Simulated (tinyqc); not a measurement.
# Zener tunnelling in a reverse-biased junction, two-band WKB: two studies

Abrupt p-n junction, depletion approximation. Energies E are counted from the conduction-band edge of the neutral n side; its Fermi level lies at dn, that of the p side at dn - V, and the valence-band edge of the neutral p side at Em = dn + dp - V. Tunnelling needs 0 < E < Em. Two-band dispersion with equal masses m: inside the gap kappa = sqrt(m u (1 - u/Eg)/C), u the distance from a band edge, C = hbar^2/(2 m0).

Values chosen for this exercise; band and dielectric values those of a made-up semiconductor: temperature T = 300 K; band gap Eg = 0.661 eV; relative permittivity eps_r = 12.1; conduction-band density of states at 300 K Nc = 1.87e17 cm^-3; valence-band density of states at 300 K Nv = 9.15e18 cm^-3; band-edge mass of the two-band model m = 0.039 m0; acceptor density Na = 2.8e19 cm^-3; donor density Nd = 4.7e17 cm^-3; bias of the p side V = -1.6 V.

Constants: q = 1.602176634e-19 C, kB = 1.380649e-23 J/K, hbar = 1.054571817e-34 J s, h = 6.62607015e-34 J s, m0 = 9.1093837015e-31 kg, Vt = kB T/q, eps0 = 8.8541878128e-14 F/cm where lengths are in cm, hbar^2/(2 m0) = 0.0380998212 eV nm^2. Results are converted to the units shown.

Each table varies one quantity; the others keep the values above.

## Effect of the doping Nd

Nd = Nc F12(dn/Vt), Na = Nv F12(dp/Vt), F12(x) = (2/sqrt(pi)) int_0^infinity sqrt(u)/(1 + exp(u - x)) du; dn = EF - Ec on the n side, dp = Ev - EF on the p side (negative outside the bands); Vbi = Eg + dn + dp. W = sqrt(2 eps0 eps_r (Vbi - V)(1/Na + 1/Nd)/q), mean field F = (Vbi - V)/W, peak field 2 F. In a uniform field F the exponent is S = pi sqrt(m/C) Eg^1.5/(4 F). Transverse energy Et = C kt^2/m raises it to S (1 + 4 Et/Eg), so T = exp(-S) exp(-Et/Eb) with Eb = Eg/(4 S). KJ = (2 q^2/h) m/(4 pi C) (times 1e14 for A/cm^2 per eV^2). J = KJ exp(-S) Eb times the integral from 0 to Em of [f(E - dn) - f(E - dn + V)] [1 - exp(-min(E, Em - E)/Eb)] dE, f(x) = 1/(1 + exp(x/Vt)), with S and Eb from the mean field; J > 0 flows from p to n.

Results:

| Nd (cm^-3) | Vbi (V) | mean field (MV/cm) | S | J (A/cm^2) |
|---|---|---|---|---|
| 1.3e17 | 0.7137 | 0.1496 | 28.54 | -2.314e-6 |
| 1.7e17 | 0.7225 | 0.1713 | 24.93 | -9.845e-5 |
| 2.4e17 | 0.7348 | 0.2038 | 20.95 | -0.006270 |
| 3.2e17 | 0.7460 | 0.2356 | 18.13 | -0.1224 |
| 4.4e17 | 0.7598 | 0.2765 | 15.45 | -2.101 |
| 6e17 | 0.7750 | 0.3230 | 13.22 | -22.72 |
| 1.1e18 | 0.8126 | 0.4370 | 9.773 | -968.3 |

Estimate the missing row, Nd = 8.2e17 cm^-3.

Computed row:

| Nd (cm^-3) | Vbi (V) | mean field (MV/cm) | S | J (A/cm^2) |
|---|---|---|---|---|
| 8.2e17 | 0.7929 | 0.3776 | 11.31 | -179.7 |

With this row back in the table: The mean field rises from 0.150 to 0.437 MV/cm, as Nd^(0.50), S falls from 28.5 to 9.77, and |J| rises from 2.31e-6 to 968 A/cm^2: 8.62 decades, of which exp(-S) accounts for 8.15.

## Effect of the band gap with the mass tied to it

Same model as above.

The mass follows the gap, m = 0.039 Eg/0.661 eV, as in a two-band model with a fixed matrix element; Nc, Nv and eps_r are held.

Effect of the band gap with the mass tied to it:

| Eg (eV) | Vbi (V) | mean field (MV/cm) | S | J (A/cm^2) | S at fixed m |
|---|---|---|---|---|---|
| 0.33 | 0.4318 | 0.2650 | 4.016 | -1.846e5 | 5.684 |
| 0.42 | 0.5218 | 0.2708 | 6.366 | -1.802e4 | 7.987 |
| 0.52 | 0.6218 | 0.2771 | 9.537 | -775.2 | 10.75 |
| 0.61 | 0.7118 | 0.2827 | 12.87 | -28.35 | 13.39 |
| 0.71 | 0.8118 | 0.2887 | 17.06 | -0.4350 | 16.47 |
| 0.8 | 0.9018 | 0.2941 | 21.27 | -0.006598 | 19.34 |
| 0.9 | 1.002 | 0.2999 | 26.40 | -3.990e-5 | 22.62 |
| 0.99 | 1.092 | 0.3050 | 31.41 | -2.721e-7 | 25.66 |

Read the table: what changes, and by how much?

S rises from 4.02 to 31.4, as Eg^(1.87), against Eg^(1.37) at fixed m; at a fixed field the powers would be 2 and 1.5, and the field grows with Vbi. |J| falls from 1.85e5 to 2.72e-7 A/cm^2.

Range of the model: Parabolic densities of states, no band tails and no gap narrowing, all of which matter at such doping.

Program tinyqc, `OMP_NUM_THREADS=1 python tinyqc.py 2620170 2620171 out.jsonl`; Intel Xeon 2.30GHz, shared host, one thread, about 0.03 s.
